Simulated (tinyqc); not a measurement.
# One electron in a tunnel-coupled double dot: charge qubit, sensing and quantum capacitance: what changes with what

Basis (left, right), H = [[ep/2, tc], [tc, -ep/2]], splitting Om = sqrt(ep^2 + 4 tc^2), ep = al times the gate voltage. In equilibrium the electron is on the right with the chance P_R = [1 + (ep/Om) tanh(Om/2 kB T)]/2.

Values chosen for this exercise:
```
symbol,value,unit,meaning
tc,17,ueV,tunnel coupling
T,0.062,K,electron temperature
al,0.45,eV/V,lever arm of the gate on the detuning
f0,180,MHz,resonator frequency
```

Constants: q = 1.602176634e-19 C, kB = 1.380649e-23 J/K, h = 6.62607015e-34 J s, Vt = kB T/q. Results are converted to the units shown.

Each table varies one quantity; the others keep the values above.

## Line shape against detuning

q^2 al^2 dP_R/d(ep) splits into Cq = q^2 al^2 (2 tc^2/Om^3) tanh(Om/2 kB T) and Ct = q^2 al^2 (ep/Om)^2/(4 kB T cosh^2(Om/2 kB T)); Ct appears only if relaxation is faster than the drive. A resonator of frequency f0, capacitance Cp and quality factor Q shifts by df = -f0 Cq/(2 Cp) and its phase by -2 Q Cq/Cp. A Ct of 0 means below 1e-6 aF.

Line shape against detuning:
```
ep (ueV),Om (ueV),P_R,Cq (aF),Ct (aF)
0,34.000,0.50000,475.48,0
11.9,36.022,0.66479,400.24,0.78011
23.8,41.502,0.78649,262.11,0.84416
35.7,49.300,0.86200,156.47,0.31296
47.6,58.496,0.90685,93.686,0.070695
59.5,68.529,0.93412,58.269,0.012307
71.4,79.082,0.95143,37.917,0.0018463
83.3,89.972,0.96292,25.748,2.5290e-4
95.2,101.09,0.97087,18.153,3.2660e-5
107.1,112.37,0.97656,13.217,4.0523e-6
119,123.76,0.98076,9.8924,0
```

Cq falls from 475 to 9.89 aF, and Ct goes from 0 through a maximum of 0.844 (at ep = 23.8 ueV among the rows listed) to 0 aF. Among the rows listed Ct reaches at most 0.178 % of the peak of Cq, with tc/kB T = 3.2: the line is set by the coupling, and its half width is near 1.53 tc.

## Peak signal against tunnel coupling

At ep = 0: q^2 al^2 dP_R/d(ep) splits into Cq = q^2 al^2 (2 tc^2/Om^3) tanh(Om/2 kB T) and Ct = q^2 al^2 (ep/Om)^2/(4 kB T cosh^2(Om/2 kB T)); Ct appears only if relaxation is faster than the drive. The slope dP_R/d(ep) there is tanh(tc/kB T)/(4 tc).

Peak signal against tunnel coupling:
```
tc (ueV),tc/kB T,Cq (aF),slope (1/ueV),2 tc/h (GHz)
0.72,0.1348,1509,0.04651,0.3482
1.3,0.2433,1489,0.04589,0.6287
2.3,0.4305,1431,0.04410,1.112
4.2,0.7861,1267,0.03906,2.031
7.6,1.422,950.0,0.02928,3.675
14,2.620,573.3,0.01767,6.770
25,4.679,324.4,0.009998,12.09
44,8.235,184.3,0.005682,21.28
80,14.97,101.4,0.003125,38.69
```

The peak Cq falls from 1510 to 101 aF: it levels off at q^2 al^2/(4 kB T) = 1520 aF for weak coupling and goes as tc^(-1.00) between the last two rows. Below tc of about kB T the slope measures temperature rather than coupling. For tc = 0.72 2 tc/h is less than three times the drive frequency f0, so the electron cannot follow adiabatically.

tinyqc, about 0.01 s, one thread, Intel Xeon 2.30GHz (shared host): `OMP_NUM_THREADS=1 python tinyqc.py 2470104 2470105 out.jsonl`
